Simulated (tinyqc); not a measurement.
Nudged elastic band on a two-dimensional model surface: one step, computed by the program tinyqc. Command: `OMP_NUM_THREADS=1 python tinyqc.py 3009540 3009541 out.jsonl neb walk`. One thread of a shared host (Intel(R) Xeon(R) Processor @ 2.30GHz), about 0.2 s of CPU time with the checks.

V(x, y) = -A (cos kx + cos ky) - B cos kx cos ky + (C sin ky + S sin kx)(1 - cos kx), k = 2 pi/a; the atom hops from the minimum at (0, 0) to that at (a, 0).

Task: Iteration 2. Tangent at image i: towards the higher neighbour if the energies rise or fall through i; at a maximum or minimum, tau = t+ dmax + t- dmin if V(i+1) > V(i-1), else t+ dmin + t- dmax, with t+ = R(i+1) - R(i), t- = R(i) - R(i-1) and dmax, dmin the larger and smaller of |V(i+1) - V(i)| and |V(i-1) - V(i)|; then normalise. Force F = -grad V + (grad V.tau) tau + k_s (|t+| - |t-|) tau. Update R(new) = R + eta F; the end points stay fixed.

Inputs (values chosen for the exercise, for a model surface):

| quantity | value | unit |
|---|---|---|
| amplitude A | 0.24 | eV |
| amplitude B | -0.029 | eV |
| skew C | 0.08 | eV |
| asymmetry S | -0.057 | eV |
| period a | 3.2 | angstrom |
| spring constant k_s | 0.32 | eV/angstrom^2 |
| step factor eta | 0.29 | angstrom^2/eV |

Surface: adatom on a square lattice. Climbing image: off.

images after iteration 1 (angstrom):
```
                x          y
image 1  0.533333  -0.022777
image 2  1.066667  -0.068330
image 3  1.600000  -0.091106
image 4  2.133333  -0.068330
image 5  2.666667  -0.022777
```

positions (angstrom):
```
               x          y
start   0.000000   0.000000
end     3.200000   0.000000
saddle  1.848705  -0.262765
```

Give: unit tangents; forces; images after iteration 2.

Result:

unit tangents:
```
              x        y
image 1  0.9964  -0.0851
image 2  0.9991  -0.0427
image 3  0.9994   0.0332
image 4  0.9991   0.0427
image 5  0.9964   0.0851
```

forces (eV/angstrom):
```
               x        y
image 1  -0.0063  -0.0787
image 2  -0.0082  -0.1809
image 3   0.0069  -0.2075
image 4   0.0082  -0.1809
image 5   0.0079  -0.0977
```

images after iteration 2 (angstrom):
```
             x       y
image 1  0.532  -0.046
image 2  1.064  -0.121
image 3  1.602  -0.151
image 4  2.136  -0.121
image 5  2.669  -0.051
```
